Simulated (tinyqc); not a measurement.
Field-effect mobility of a thin-film transistor with band-tail and deep states (multiple trapping). Changing the tail density at the edge g_t. Computed by tinyqc, a small Python program. Command: `OMP_NUM_THREADS=1 python tinyqc.py 3010935 3010936 out.jsonl tft sweep`. One thread of a shared host (Intel(R) Xeon(R) Processor @ 2.30GHz), about 0.2 s of CPU time with the checks.

A thick film in accumulation at small drain voltage. Only free electrons move; trapped ones still screen the gate. N_c and mu_0 are held fixed when T changes, leaving out the T^(3/2) growth of N_c. x = E_0 - psi is the distance of the Fermi level below the band edge.

Inputs (values chosen for the exercise, modelled on polycrystalline silicon):
```
quantity                                           value         unit
permittivity eps                                    11.7            -
effective density of states N_c                  2.6e+19       1/cm^3
band mobility mu_0                                   140   cm^2/(V s)
tail width E_t                                        32          meV
deep-state density g_d                           2.9e+16  1/(eV cm^3)
flat-band Fermi level below the edge, E_0           0.39           eV
equivalent oxide thickness t                         130           nm
surface band bending psi_s as a fraction of E_0     0.66            -
temperature T                                        250            K
```

Deep states: included.

Constants: k_B = 8.617333262e-05 eV/K; e = 1.602176634e-19 C; eps_0 = 8.8541878128e-12 F/m.

Method:
- F_j(eta) = int_0^infinity x^j/(1 + exp(x - eta)) dx, without a gamma-function factor.
- Integrals over x = E/(k_B T) use 160 Gauss-Legendre points in u = sqrt(x) from 0 to sqrt(max(eta, 0) + 32).
- Free n(x) = N_c (2/sqrt(pi)) F_1/2(-x/k_B T), with F_1/2 from its two-term series in exp(-x/k_B T) for x >= 12 k_B T; tail n_t(x) = int_0^1.2eV g_t exp(-E/E_t)/(1 + exp((x - E)/k_B T)) dE, E counted down from the edge, 120 Gauss-Legendre points; deep charge g_d psi; space charge rho(psi) = n + n_t + g_d psi less its value at psi = 0.
- Poisson: F(psi) = sqrt((2 e/(eps eps_0)) int_0^psi rho dpsi'); V_G - V_FB = psi_s + eps F(psi_s) t/3.9; free sheet density N_f = int (n - n(E_0))/F dpsi; induced sheet density N_i = eps eps_0 F(psi_s)/e; trapezoid rule on 301 even points in psi, the first interval left out of N_f.
- mu_eff = mu_0 N_f/N_i; field-effect mobility mu_FE = mu_0 e (dN_f/dV_G)/C_ox and swing S = dV_G/dlog10(N_f), by a central difference of +/- 2 mV in psi_s; C_ox = 3.9 eps_0/t.

One run for each value; columns: (1) tail density at the edge g_t (1/(eV cm^3)); (2) effective mobility mu_eff (cm^2/(V s)); (3) V_G - V_FB (V); (4) swing S (mV/decade); (5) induced sheet density N_i (1/cm^2):
```
(1)         (2)    (3)    (4)        (5)
2.80e+19  35.24   1.48   1275  2.030e+11
7.50e+19  23.40   1.78   1622  2.524e+11
2.00e+20  12.42   2.38   2314  3.515e+11
5.40e+20   5.48   3.49   3582  5.351e+11
1.50e+21   2.13   5.47   5826  8.638e+11
3.90e+21   0.85   8.56   9306  1.377e+12
1.00e+22   0.33  13.49  14834  2.195e+12
2.80e+22   0.12  22.37  24757  3.665e+12
```

What does the table show, and why?

Over the rows, effective mobility mu_eff (cm^2/(V s)) falls from 35.2 to 0.120 (exponent d ln y / d ln x -0.42 between the first rows and -1.00 between the last); V_G - V_FB (V) rises from 1.48 to 22.4 (exponent d ln y / d ln x 0.19 between the first rows and 0.49 between the last); swing S (mV/decade) rises from 1270 to 24800 (exponent d ln y / d ln x 0.24 between the first rows and 0.50 between the last). At the high end the exponent of effective mobility mu_eff is -1.00, close to -1: the tail holds nearly all the charge. At the high end the exponent of induced sheet density N_i is 0.50, close to 0.50: the field grows as the square root of the space charge.
